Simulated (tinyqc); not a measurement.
Inside a calculation. Model: implant damage, amorphisation by cascade overlap, and solid-phase epitaxial regrowth. Computed by tinyqc, a small Python program that keeps every step. Command: `OMP_NUM_THREADS=1 python tinyqc.py 3112785 3112786 out.jsonl sper walk`. One thread of a shared host (Intel(R) Xeon(R) Processor @ 2.30GHz), about 0.01 s of CPU time with the checks. Intermediate numbers are printed to about 6 digits and carried at full precision; extremes and crossings named in words are read from the listed rows.

Range and width of the damage are inputs. Dynamic annealing enters only through the surviving share f.

Inputs (values chosen for the exercise, modelled on fluorine ions in silicon):
```
quantity                            value    unit
atomic density N                     49.9  1/nm^3
ion Z1                                  9       -
ion mass M1                            19       u
target Z2                              14       -
target mass M2                      28.09       u
ion energy E                           13     keV
displacement energy E_d                14      eV
depth of the damage peak R_d           18      nm
width of the damage profile s_d        11      nm
share of defects that survive f      0.56       -
critical displaced share x_c        0.097       -
dose Q                            2.9e+15  1/cm^2
overlaps needed n                       3       -
area amorphised by one track A_i     0.55    nm^2
regrowth prefactor v0               4e+15    nm/s
regrowth energy E_a                  2.69      eV
anneal temperature                    599       C
rate relative to (100)               0.04       -
peak enhancement by the dopant        3.8       -
ramp rate                              72     K/s
```

Constants: a_0 = 0.529177210903 angstrom; e^2/(4 pi eps_0) = 14.39964548 eV angstrom; k_B = 8.617333262e-05 eV/K.

## Damage energy and displacements per ion

Robinson partition: eps = E a M2/(Z1 Z2 (e^2/(4 pi eps_0)) (M1 + M2)), a = 0.8853 a_0/sqrt(Z1^(2/3) + Z2^(2/3)); k = 0.0793 Z1^(2/3) Z2^(1/2) (M1 + M2)^(3/2)/((Z1^(2/3) + Z2^(2/3))^(3/4) M1^(3/2) M2^(1/2)); damage energy T_d = E/(1 + k (eps + 0.40244 eps^(3/4) + 3.4008 eps^(1/6))); displacements nu = 0.8 T_d/(2 E_d).

reduced energy eps = 0.628945

k = 0.166380

damage energy T_d = 7.75807 keV

T_d/E = 0.596775

displacements per ion nu = 221.659

40 % of the energy goes to electrons.

## The amorphous layer

Displaced share x(z) = f nu Q exp(-(z - R_d)^2/(2 s_d^2))/(sqrt(2 pi) s_d N); the layer is amorphous where x > x_c, between R_d -/+ s_d sqrt(2 ln(x_max/x_c)), the upper edge being cut at the surface. Threshold dose Q_c = Q x_c/x_max.

peak displaced share x_max = 2.61631

threshold dose Q_c = 1.07518e+14 1/cm^2

upper edge = 0 nm

lower edge = 46.2373 nm

The layer reaches the surface. Caution: x above 1 counts atoms displaced more than once.

## Damage left below the interface

Displaced atoms per area beyond the lower edge z2: f nu Q (1/2) erfc((z2 - R_d)/(sqrt2 s_d)); they are not removed by regrowth.

share of the damage beyond z2 = 0.00512877

displaced atoms beyond z2 = 1.84623e+15 1/cm^2

## Layer against dose

The formulas are those given above.

Dose series; the last column is f nu Q erfc((z2 - R_d)/(sqrt2 s_d))/2:
```
Q (1/cm^2)    x_max  upper edge (nm)  lower edge (nm)  displaced atoms beyond z2 (1/cm^2)
1.18e+14    0.10646          13.2553          22.7447                         4.87916e+15
1.61e+14    0.14525           8.1153          27.8847                         3.68582e+15
2.69e+14    0.24268           3.1028          32.8972                         2.93243e+15
4.30e+14    0.38794           0.0000          36.3151                         2.55965e+15
7.53e+14    0.67934           0.0000          39.7032                         2.26631e+15
1.29e+15    1.16381           0.0000          42.5216                         2.06551e+15
2.69e+15    2.42685           0.0000          45.9133                         1.86361e+15
5.38e+15    4.85370           0.0000          48.7716                         1.72003e+15
```

A dose 46 times larger moves the lower edge from 22.7 to 48.8 nm, as the root of a logarithm, and the damage beyond it falls by a factor 2.8, since the edge lies on an ever steeper tail. The layer reaches the surface at Q_c exp(R_d^2/(2 s_d^2)) = 4.10e14 per cm^2.

## Overlap model

Gibbons model: a point turns amorphous after n + 1 hits; with y = A_i Q the amorphous share is 1 - exp(-y) sum_(k=0..n) y^k/k!. Doses are set by y.

Amorphous share:
```
y     Q (1/cm^2)  direct impact (n = 0)      given n
0.1  1.81818e+13               0.095163  3.84683e-06
0.3  5.45455e+13               0.259182  2.65811e-04
0.6  1.09091e+14               0.451188  3.35807e-03
1.0  1.81818e+14               0.632121  1.89882e-02
2.0  3.63636e+14               0.864665  1.42877e-01
3.0  5.45455e+14               0.950213  3.52768e-01
5.0  9.09091e+14               0.993262  7.34974e-01
8.0  1.45455e+15               0.999665  9.57620e-01
```

At small y the share grows as y^4; between the first rows the exponent is 3.86.

## Isothermal regrowth

v = v0 x orientation factor x exp(-E_a/(k_B T)) x [1 + (enhancement - 1) exp(-(z - R_d)^2/(2 s_d^2))], T = anneal temperature + 273.15 K; the dopant is taken to follow the damage profile; the lower front moves from the lower edge z2 to the surface, or to the middle (z1 + z2)/2 of a buried layer with upper edge z1; time = int dz/v; the equivalent undoped distance is that time times the undoped velocity.

undoped velocity = 0.0456848 nm/s

distance to regrow = 46.2373 nm

time without enhancement = 1012.09 s

equivalent undoped distance = 20.7973 nm

time with enhancement = 455.235 s

The rate doubles for each 17 K or so near this temperature. Caution: regrowth on (111) is not only slow but leaves twins, which a single velocity does not describe.

## Regrowth during a ramp

On a linear ramp from 200 C regrowth ends at the T_f where int v_undoped dT/(ramp rate) equals the equivalent undoped distance.

temperature at which regrowth ends = 805.218 C

Checks made by the program: tail against quadrature of x(z) N (relative difference below 1e-10).
